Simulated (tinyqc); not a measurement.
Worked calculation: CISD on RHF in the 6-311g basis, for He, spin multiplicity 1. One step of it, computed by the program tinyqc.

Question. CISD: roots. Diagonalise (each vector has its largest component positive (the first on a tie)); all determinants have Ms = 0, so triplets appear too. The lowest singlet root is the correlation energy.

Occupation strings over the orbitals (2 doubly, a alpha, b beta, 0 empty; spin orbitals ordered 1a 1b 2a 2b ...): 200 ab0 a0b ba0 b0a 020 0ab 0ba 002

H - E(HF) between determinants (hartree):
```
           200        ab0        a0b        ba0        b0a        020        0ab        0ba
200   0.000000   0.000000   0.000000   0.000000   0.000000   0.146549   0.125599  -0.125599
ab0   0.000000   1.233264  -0.103896  -0.146549  -0.125599   0.163688  -0.120916  -0.095129
a0b   0.000000  -0.103896   6.269986  -0.125599  -0.216548  -0.120916  -0.103679   0.148688
ba0   0.000000  -0.146549  -0.125599   1.233264  -0.103896  -0.163688  -0.095129  -0.120916
b0a   0.000000  -0.125599  -0.216548  -0.103896   6.269986   0.120916   0.148688  -0.103679
020   0.146549   0.163688  -0.120916  -0.163688   0.120916   2.680149  -0.230718   0.230718
0ab   0.125599  -0.120916  -0.103679  -0.095129   0.148688  -0.230718   7.420137  -0.127591
0ba  -0.125599  -0.095129   0.148688  -0.120916  -0.103679   0.230718  -0.127591   7.420137
002   0.216548  -0.148688  -0.212758   0.148688   0.212758   0.127591   0.047266  -0.047266

           002
200   0.216548
ab0  -0.148688
a0b  -0.212758
ba0   0.148688
b0a   0.212758
020   0.127591
0ab   0.047266
0ba  -0.047266
002  12.812120
```

Give: lowest roots of this matrix, relative to E(HF); lowest vectors; <S^2> of these roots; weight of the ground state by excitation level 0, 1, 2, ....

Answer.

lowest roots of this matrix, relative to E(HF) (hartree): -0.0165  1.0688  1.3350  2.6977  6.0616  6.4316  7.3023  7.6216

lowest vectors:
```
      root 1  root 2   root 3   root 4
200   0.9979  0.0000  -0.0163   0.0569
ab0   0.0047  0.7060   0.6963   0.1223
a0b  -0.0023  0.0323  -0.0063   0.0332
ba0  -0.0047  0.7060  -0.6963  -0.1223
b0a   0.0023  0.0323   0.0063  -0.0332
020  -0.0574  0.0000  -0.1720   0.9798
0ab  -0.0183  0.0243  -0.0036   0.0476
0ba   0.0183  0.0243   0.0036  -0.0476
002  -0.0161  0.0000   0.0201  -0.0090
```

<S^2> of these roots: 0.0000  2.0000  0.0000  0.0000  2.0000  0.0000  2.0000  0.0000

weight of the ground state by excitation level 0, 1, 2, ...: 0.9957  0.0001  0.0042
